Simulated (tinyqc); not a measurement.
# Resistance of a source-drain extension with a graded tip, step by step

Numbers from tinyqc (`OMP_NUM_THREADS=1 python tinyqc.py 2282299 2282300 out.jsonl`; about 0.03 s on one thread of a shared Intel Xeon 2.30GHz). Printed values are rounded.

y runs along the channel, the gate covers y > 0. The doping is N0 for y < y0 and N0 10^(-(y - y0)/la) beyond, uniform over the depth xj. Sheet conductance s(y) = q mu(N) max(N - Nch, 0) xj + (for y > 0) ma Cox Vo, with mu(N) = u0 + (u1 - u0)/(1 + (N/Nr)^au) and Cox = eps0 eox/tox. Current is taken as one-dimensional; depletion of the tip, spreading and the contact are left out. The metallurgical junction lies at yj, where N = Nch.

Inputs (values chosen for the exercise); mobility law close to that of electrons in silicon:
- eox = 3.9 (relative permittivity of the gate insulator (close to silicon dioxide))
- tox = 1.2 nm (insulator thickness)
- N0 = 1e20 cm^-3 (active doping of the extension far from the gate)
- la = 3.4 nm/decade (lateral abruptness)
- y0 = 3.2 nm (position under the gate where the fall begins (gate edge at 0))
- xj = 28 nm (depth of the extension)
- Nch = 2.5e18 cm^-3 (channel doping)
- Vo = 0.83 V (gate overdrive)
- ma = 220 cm^2/(V s) (mobility of the gate-induced layer)
- u1 = 1414 cm^2/(V s) (mobility at low doping)
- u0 = 68.5 cm^2/(V s) (mobility at high doping)
- Nr = 9.2e16 cm^-3 (reference doping)
- au = 0.711 (exponent)
- Lg = 50 nm (gate length)

Constants: q = 1.602176634e-19 C, eps0 = 8.8541878128e-14 F/cm where lengths are in cm. Results are converted to the units shown.

## Sheet resistances and junction position

yj = y0 + la log10(N0/Nch); sheet resistance of the full extension 1/[q mu(N0)(N0 - Nch) xj] and of the gate-induced layer 1/(ma Cox Vo); metallurgical length Lg - 2 yj; ye is where the doped and the gate-induced conductances are equal.

yj = 8.64700 nm
sheet resistance of the extension = 293.974 ohm/square
sheet resistance of the induced layer = 1903.12 ohm/square
metallurgical length = 32.7060 nm
ye = 6.15264 nm
N at ye = 1.35387e19 cm^-3

The gate takes over 2.49 nm before the junction, where N is still 5.42 times the channel doping.

## Resistance of the overlapped part

Midpoint rule on 11 equal steps from 0 to yj: R_ov = sum h/s(y), per width.

| point | y (nm) | N (cm^-3) | doped conductance (uS) | sheet resistance (ohm/square) |
|---|---|---|---|---|
| 0 | 0.393046 | 1e20 | 3401.67 | 254.640 |
| 1 | 1.17914 | 1e20 | 3401.67 | 254.640 |
| 2 | 1.96523 | 1e20 | 3401.67 | 254.640 |
| 3 | 2.75132 | 1e20 | 3401.67 | 254.640 |
| 4 | 3.53741 | 7.95722e19 | 2745.05 | 305.763 |
| 5 | 4.32350 | 4.67260e19 | 1673.45 | 454.772 |
| 6 | 5.10959 | 2.74382e19 | 1023.80 | 645.472 |
| 7 | 5.89568 | 1.61121e19 | 621.882 | 871.586 |
| 8 | 6.68178 | 9.46125e18 | 364.222 | 1124.01 |
| 9 | 7.46787 | 5.55578e18 | 188.681 | 1400.30 |
| 10 | 8.25396 | 3.26243e18 | 57.1598 | 1716.41 |

R_ov = 5.9247 ohm um

The exact integral is 5.9344 ohm um; the coarse sum is 0.16 % below it.
